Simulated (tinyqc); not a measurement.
From remote-phonon mobility back to mean distance of the electrons z0 = 3/b: scattering of inversion-layer electrons by surface optical phonons of the gate insulator (remote phonon scattering). Computed by tinyqc, a small Python program. Command: `OMP_NUM_THREADS=1 python tinyqc.py 3110570 3110571 out.jsonl sophonon inv`. One thread of a shared host (Intel(R) Xeon(R) Processor @ 2.30GHz), about 0.05 s of CPU time with the checks.

One subband with the Fang-Howard envelope; insulator and channel are half-spaces, the gate is far away, and an interlayer only moves the polar surface away by t (its own modes and its permittivity contrast are left out).

Inputs (values chosen for the exercise, modelled on AlN on germanium):
```
quantity                                   value        unit
static constant of the insulator eps_0s     9.03           -
intermediate constant eps_i                 7.33           -
optical constant eps_inf                    4.86           -
hbar omega_TO1                              80.1         meV
hbar omega_TO2                              86.5         meV
constant of the channel eps_s               16.2           -
in-plane mass m                            0.124         m_0
valleys g_v                                    4           -
sheet density n                          8.5e+12      1/cm^2
interlayer thickness t                       1.3          nm
temperature T                                300           K
mobility from other processes                440  cm^2/(V s)
```

Screening by the channel electrons: static.

Constants: k_B = 8.617333262e-05 eV/K; hbar^2/(2 m_0) = 3.80998212 eV angstrom^2; e^2/(4 pi eps_0) = 14.39964548 eV angstrom; hbar = 6.582119569e-16 eV s; e = 1.602176634e-19 C; m_0 = 9.1093837015e-31 kg.

Method:
- eps(w) = eps_inf + (eps_0s - eps_i) w1^2/(w1^2 - w^2) + (eps_i - eps_inf) w2^2/(w2^2 - w^2). Surface modes solve eps(w) + eps_s = 0, a quadratic in w^2; the strength of a mode is g = 2/(w d eps/dw).
- Occupation N = 1/(exp(hbar w/(k_B T)) - 1).
- Density of states D = g_v m/(pi hbar^2); eta = E_F/(k_B T) = ln(exp(n/(D k_B T)) - 1); screening wave number q_s = e^2 D/(2 eps_0 eps_avg) x 1/(1 + exp(-eta)), eps_avg = (eps_s + eps_inf)/2; b = 3/z0.
- For a mode of strength g, without the occupation factor, Area x |M(q)|^2 = e^2 hbar w g/(2 eps_0 q) x (b/(b + q))^6 exp(-2 q t) / (1 + (q_s/q) H(q))^2, H = (1 + 9 x/8 + 3 x^2/8)/(1 + x)^3, x = q/b.
- Approximate momentum relaxation rate, taking tau v alike in the initial and final states: 1/tau = (m/(2 pi hbar^3)) sum over modes and over absorption (N, E' = E + hbar w) and emission (N + 1, E' = E - hbar w > 0) of [(1 - f(E'))/(1 - f(E))] int_0^(2 pi) Area |M(q)|^2 (1 - cos theta) d theta, q^2 = k^2 + k'^2 - 2 k k' cos theta, f the Fermi function; 48 midpoints in theta from 0 to pi.
- mu = (e/m) int tau E f (1 - f) dE/(k_B T int f dE), by 300 midpoints from 0 to (max(eta, 0) + 14) k_B T; Matthiessen sum with the other processes.

Task: A run gave the result below. Find the mean distance of the electrons z0 = 3/b, known to lie between 1.1 and 1.6 nm.

remote-phonon mobility = 2.992582e+06 cm^2/(V s)

Result:

Each step takes the trial c = (a f_b - b f_a)/(f_b - f_a), f being the result less the target and a, b, c the logarithms of the listed values; c replaces end b, the old b replaces a if the sign of f changed, and otherwise f_a is halved.

Scan of the range:
```
mean distance of the electrons z0 = 3/b (nm)  remote-phonon mobility (cm^2/(V s))
1.10                                                                  2.59966e+06
1.17                                                                  2.75830e+06
1.25                                                                  2.94846e+06
1.33                                                                  3.14837e+06
1.41                                                                  3.35834e+06
1.50                                                                  3.60696e+06
1.60                                                                  3.89914e+06
```

False position (Illinois rule, in the logarithm of the input) inside the bracket:
```
step    end a    end b    trial  remote-phonon mobility (cm^2/(V s))
1     1.25000  1.33000  1.26723                          2.99069e+06
2     1.33000  1.26723  1.26797                          2.99250e+06
3     1.33000  1.26797  1.26803                          2.99266e+06
4     1.26797  1.26803  1.26800                          2.99258e+06
```

Remote-phonon mobility rises at every point of a 13-point scan of the range (every second point is shown), so one value fits; it is bracketed by 1.25 and 1.33. Answer: mean distance of the electrons z0 = 3/b = 1.268 nm.

Caution: a relaxation time is only an approximation for inelastic scattering, and static or no screening brackets the true dynamic screening only roughly.
